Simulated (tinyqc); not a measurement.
Inside a calculation. Method: Hueckel theory of the pi electrons, for the molecule C=Cc1ccc[nH]1 (SMILES; centres numbered as the heavy atoms are written). One step of it, computed by the program tinyqc.

Problem. Energy, charges, bond orders. E = sum n x; q_r = z_r - P_rr; bond order p = P_rs; free valence = sqrt(3) - sum of p over the bonds of the atom.

x values: 2.406964  1.350948  1.162245  0.440744  -0.669041  -1.367026  -1.824834

occupations: 2.000000  2.000000  2.000000  2.000000  0.000000  0.000000  0.000000

charge and bond-order matrix P, lower triangle:
```
           1C         2C         3C         4C         5C        6C        7N
1C   1.043229
2C   0.890495   0.999867
3C  -0.043362   0.444695   1.032933
4C  -0.328342   0.025298   0.707734   1.084372
5C   0.068660  -0.065302  -0.092160   0.576946   1.098395
6C   0.263040  -0.048799  -0.363936  -0.078137   0.771985  1.008687
7N  -0.146823  -0.044492   0.396801  -0.211122  -0.209807  0.440271  1.732518
```

Centres:
```
centre  z_r, pi electrons of the neutral centre         h
1C                                            1  0.000000
2C                                            1  0.000000
3C                                            1  0.000000
4C                                            1  0.000000
5C                                            1  0.000000
6C                                            1  0.000000
7N                                            2  1.500000
```

Bonds:
```
i  j         k
1  2         1
2  3         1
3  4         1
4  5         1
5  6         1
6  7  0.800000
7  3  0.800000
```

Give: pi energy = 8 alpha + this times beta; pi charges; Bond orders and lengths from R = 1.517 - 0.180 p; free valence of the carbons; gap between the highest filled and the next level.

Solution.

pi energy = 8 alpha + this times beta = 10.7218

pi charges: 1C -0.0432, 2C 0.0001, 3C -0.0329, 4C -0.0844, 5C -0.0984, 6C -0.0087, 7N 0.2675

Bond orders and lengths from R = 1.517 - 0.180 p (angstrom, C-C alone):
```
bond       p       R
1-2   0.8905  1.3567
2-3   0.4447  1.4370
3-4   0.7077  1.3896
4-5   0.5769  1.4131
5-6   0.7720  1.3780
6-7   0.4403       -
7-3   0.3968       -
```

free valence of the carbons: 1C 0.8416, 2C 0.3969, 3C 0.1828, 4C 0.4474, 5C 0.3831, 6C 0.5198

gap between the highest filled and the next level = 1.1098 |beta|
